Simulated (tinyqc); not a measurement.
RHF in the sto-3g basis, for BeH+, spin multiplicity 1, step by step. One step of it, computed by the program tinyqc.

Task: Iteration 1: building the Fock matrix. J_ij = sum D_kl (ij|kl), K_ij = sum D_kl (ik|jl); F = H + J - 0.5 K; E = tr D H + tr D J / 2 - 0.25 tr D K + E_nn.

D at the start:
```
            1Be 1s     1Be 2s    1Be 2px    1Be 2py    1Be 2pz      2H 1s
1Be 1s    0.803521   0.138557  -0.395428  -0.112667  -0.867971   0.607437
1Be 2s    0.138557   0.785340   0.294145  -0.293640   0.569687   0.244323
1Be 2px  -0.395428   0.294145   0.367013  -0.075037   0.769449  -0.232514
1Be 2py  -0.112667  -0.293640  -0.075037   0.114547  -0.137351  -0.135437
1Be 2pz  -0.867971   0.569687   0.769449  -0.137351   1.617185  -0.524296
2H 1s     0.607437   0.244323  -0.232514  -0.135437  -0.524296   0.484789
```

core Hamiltonian H = T + V (hartree):
```
            1Be 1s     1Be 2s    1Be 2px    1Be 2py    1Be 2pz      2H 1s
1Be 1s   -8.254509  -2.032793   0.000000   0.000000  -0.017321  -0.523102
1Be 2s   -2.032793  -2.466110   0.000000   0.000000  -0.145299  -1.149381
1Be 2px   0.000000   0.000000  -1.960342   0.000000   0.000000   0.000000
1Be 2py   0.000000   0.000000   0.000000  -1.960342   0.000000   0.000000
1Be 2pz  -0.017321  -0.145299   0.000000   0.000000  -2.073985  -1.200624
2H 1s    -0.523102  -1.149381   0.000000   0.000000  -1.200624  -2.005119
```

Two-electron integrals (ij|kl) in chemists' order, unique and non-zero (hartree):
```
(11|11) 2.298831   (21|11) 0.392036   (21|21) 0.079539   (22|11) 0.570988
(22|21) 0.143041   (22|22) 0.417683   (31|31) 0.014607   (32|31) 0.021888
(32|32) 0.092265   (33|11) 0.569578   (33|21) 0.143083   (33|22) 0.417589
(33|33) 0.449859   (41|41) 0.014607   (42|41) 0.021888   (42|42) 0.092265
(43|43) 0.024249   (44|11) 0.569578   (44|21) 0.143083   (44|22) 0.417589
(44|33) 0.401360   (44|44) 0.449859   (51|51) 0.014607   (52|51) 0.021888
(52|52) 0.092265   (53|53) 0.024249   (54|54) 0.024249   (55|11) 0.569578
(55|21) 0.143083   (55|22) 0.417589   (55|33) 0.401360   (55|44) 0.401360
(55|55) 0.449859   (61|11) 0.098081   (61|21) 0.019883   (61|22) 0.036020
(61|33) 0.035758   (61|44) 0.035758   (61|51) 0.001782   (61|52) 0.003333
(61|55) 0.036565   (61|61) 0.005219   (62|11) 0.219106   (62|21) 0.055591
(62|22) 0.174521   (62|33) 0.168135   (62|44) 0.168135   (62|51) 0.007310
(62|52) 0.043189   (62|55) 0.187139   (62|61) 0.015358   (62|62) 0.104946
(63|31) 0.005340   (63|32) 0.024379   (63|53) 0.007662   (63|63) 0.010204
(64|41) 0.005340   (64|42) 0.024379   (64|54) 0.007662   (64|64) 0.010204
(65|11) 0.228512   (65|21) 0.058727   (65|22) 0.193473   (65|33) 0.182022
(65|44) 0.182022   (65|51) 0.011969   (65|52) 0.067536   (65|55) 0.216177
(65|61) 0.017035   (65|62) 0.132854   (65|65) 0.174571   (66|11) 0.384123
(66|21) 0.099272   (66|22) 0.347541   (66|33) 0.322283   (66|44) 0.322283
(66|51) 0.016007   (66|52) 0.119496   (66|55) 0.397780   (66|61) 0.028287
(66|62) 0.260739   (66|65) 0.351707   (66|66) 0.774606
```

nuclear repulsion = 1.54956724 hartree

Give: Coulomb J; exchange K; Fock matrix F; total energy of this density.

Result:

Coulomb J (hartree):
```
          1Be 1s   1Be 2s  1Be 2px  1Be 2py  1Be 2pz    2H 1s
1Be 1s    3.7724   0.7875  -0.0012  -0.0176   0.0005   0.1994
1Be 2s    0.7875   1.7975   0.0256  -0.0657   0.0794   0.8057
1Be 2px  -0.0012   0.0256   1.7764  -0.0036   0.0338   0.0172
1Be 2py  -0.0176  -0.0657  -0.0036   1.7641  -0.0087  -0.0204
1Be 2pz   0.0005   0.0794   0.0338  -0.0087   1.8481   0.9183
2H 1s     0.1994   0.8057   0.0172  -0.0204   0.9183   1.6844
```

exchange K (hartree):
```
          1Be 1s   1Be 2s  1Be 2px  1Be 2py  1Be 2pz    2H 1s
1Be 1s    2.1785   0.7328  -0.1920  -0.1198  -0.2752   0.2761
1Be 2s    0.7328   0.7836   0.0400  -0.1944   0.1761   0.5419
1Be 2px  -0.1920   0.0400   0.3127  -0.0319   0.2834   0.1090
1Be 2py  -0.1198  -0.1944  -0.0319   0.2052  -0.0841  -0.1322
1Be 2pz  -0.2752   0.1761   0.2834  -0.0841   0.7349   0.4452
2H 1s     0.2761   0.5419   0.1090  -0.1322   0.4452   0.6684
```

Fock matrix F (hartree):
```
          1Be 1s   1Be 2s  1Be 2px  1Be 2py  1Be 2pz    2H 1s
1Be 1s   -5.5713  -1.6117   0.0949   0.0423   0.1208  -0.4618
1Be 2s   -1.6117  -1.0604   0.0056   0.0315  -0.1539  -0.6147
1Be 2px   0.0949   0.0056  -0.3403   0.0123  -0.1079  -0.0373
1Be 2py   0.0423   0.0315   0.0123  -0.2988   0.0333   0.0457
1Be 2pz   0.1208  -0.1539  -0.1079   0.0333  -0.5934  -0.5049
2H 1s    -0.4618  -0.6147  -0.0373   0.0457  -0.5049  -0.6549
```

total energy of this density = -9.779246 hartree

This density is the starting one.
